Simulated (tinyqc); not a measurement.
Zigzag graphene nanoribbon in tight binding, step by step. Values are carried at full precision from step to step, so a last printed digit may differ when a step is redone from the rounded ones.

A zigzag ribbon of N chains, sites A1, B1, A2, ..., BN across it. For each k it is a chain with bonds -2t cos(k/2) (A_n to B_n) and -t (B_n to A_(n+1)), and +D, -D on A and B. A1 and BN are the edge sites; the Dirac points project to k = 2 pi/3.

Inputs chosen for the exercise (near those used for graphene; shifted at random, so the results belong to these values and not to a real crystal): t = 2.62 eV (hopping); N = 4 (zigzag chains); D = 0 eV (sublattice potential, +D on A and -D on B); k = 2.51 (k times the period sqrt3 acc); acc = 1.42 angstrom (bond length).

## The chain at this k

Form the k-dependent bond and the matrix.

2 cos(k/2) = 0.62115

H(k) (eV):
```
         A1       B1       A2       B2       A3       B3       A4       B4
A1        0  -1.6274        0        0        0        0        0        0
B1  -1.6274        0  -2.6200        0        0        0        0        0
A2        0  -2.6200        0  -1.6274        0        0        0        0
B2        0        0  -1.6274        0  -2.6200        0        0        0
A3        0        0        0  -2.6200        0  -1.6274        0        0
B3        0        0        0        0  -1.6274        0  -2.6200        0
A4        0        0        0        0        0  -2.6200        0  -1.6274
B4        0        0        0        0        0        0  -1.6274        0
```

An edge state of the finite ribbon needs 2 cos(k/2) < N/(N + 1) = 0.8000: it exists here.

## Levels and where the middle pair lives

Diagonalise H; average the weights of the two middle levels.

levels (eV): -3.9922  -3.2580  -2.1380  -0.2522  0.2522  2.1380  3.2580  3.9922

weights: A1 0.331, B1 0.008, A2 0.122, B2 0.039, A3 0.039, B3 0.122, A4 0.008, B4 0.331

The two edge sites hold 66.2 % of the middle pair, against 25.0 % for an even spread.

## The edge state from the half-plane solution

On a half plane the state lives on one sublattice with amplitudes (-x)^n, x = 2 cos(k/2): weight 1 - x^2 on the edge site, decay length -1.5 acc/ln x of the amplitude. The two edges mix to |E| = sqrt(D^2 + e^2), e about t x^N (1 - x^2).

edge weight = 0.6142
decay length = 4.473 angstrom
e = 0.2395 eV
|E| = 0.2395 eV

Diagonalising the chain of 8 sites gives |E| = 0.2522 eV; the estimate is -5.0 % from it, since it drops terms of order x^(2N).

## Checks

- Level at k = pi next to the edge pair against sqrt(t^2 + D^2): both 2.62000.

Computed by tinyqc, a small Python program: `OMP_NUM_THREADS=1 python tinyqc.py 1482483 1482484 out.jsonl` (the numbers bound the seed that draws the inputs); one thread of a shared host (Intel(R) Xeon(R) Processor @ 2.30GHz), about 0.01 s for the whole set of steps.
